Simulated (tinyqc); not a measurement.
The diagram with and without ligand: potential-pH (Pourbaix) lines of a metal, its cation, its oxide and an oxyanion, with a complexing ligand. Computed by tinyqc, a small Python program. Command: `OMP_NUM_THREADS=1 python tinyqc.py 3006143 3006144 out.jsonl pourb walk`. One thread of a shared host (Intel(R) Xeon(R) Processor @ 2.30GHz), about 0.01 s of CPU time with the checks.

Potentials are against the standard hydrogen electrode; solids and water have unit activity; dG_f of M, H+ and the electron is zero; F = e N_A and s = R T ln(10)/F. The cation carries z = 2.

Inputs (values chosen for the exercise, modelled on nickel):
```
quantity                                      value    unit
dG_f of the cation                           -46.04  kJ/mol
dG_f of the oxide                           -212.65  kJ/mol
dG_f of the oxyanion                        -286.76  kJ/mol
dG_f of water                               -237.14  kJ/mol
temperature T                                298.15       K
log10 of the dissolved activity a                -5       -
log10 of the stability constant beta of ML       10       -
pKa of HL                                       9.7       -
total ligand c_L                             0.0021   mol/L
```

Species: M, M2+, MO, MO2(2-).

Constants: R = 8.314462618 J/(mol K); e = 1.602176634e-19 C; N_A = 6.02214076e+23 1/mol.

Method. M2+ + 2e = M; MO + 2H+ + 2e = M + H2O; MO2(2-) + 4H+ + 2e = M + 2H2O. For each, E0 = -dG/(z F), and E = E0 + (s/z) log10 a - (s n_H/z) pH, with no activity term for the oxide. The free ligand is c_L/(1 + 10^(pKa - pH)) (ligand in excess); dissolved metal is a in all, so the free cation is a/alpha, alpha = 1 + beta [L]; the cation line drops by (s/z) log10 alpha.

E0 (V): cation -0.238585, oxide 0.126910, oxyanion 0.971754

s = 0.0591593 V

Lines against the metal (V); the species with the lowest line is stable above it:
```
pH    cation     oxide  oxyanion  stable above  cation with ligand  stable above, ligand
0   -0.38648   0.12691   0.82386        cation            -0.38654             dissolved
2   -0.38648   0.00859   0.58722        cation            -0.39098             dissolved
4   -0.38648  -0.10973   0.35058        cation            -0.43477             dissolved
5   -0.38648  -0.16889   0.23226        cation            -0.46408             dissolved
6   -0.38648  -0.22805   0.11394        cation            -0.49363             dissolved
7   -0.38648  -0.28720  -0.00438        cation            -0.52318             dissolved
8   -0.38648  -0.34636  -0.12269        cation            -0.55253             dissolved
9   -0.38648  -0.40552  -0.24101         oxide            -0.58003             dissolved
10  -0.38648  -0.46468  -0.35933         oxide            -0.59785             dissolved
12  -0.38648  -0.58300  -0.59597      oxyanion            -0.60301             dissolved
14  -0.38648  -0.70132  -0.83261      oxyanion            -0.60307              oxyanion
```

What does the comparison show, and why?

Without ligand the oxide holds 2 of the eleven rows (pH 9 to 10), with it 0. The ligand acts once beta [L] exceeds 1, from pH = pKa - log10(beta c_L) = 2.4 on; its line then falls by at most s/z per pH unit and flattens beyond pKa, 0.217 V below the free cation at most. The oxide line falls faster, by s per pH unit.

Extremes, crossings and ranges named in words are read from the listed rows.
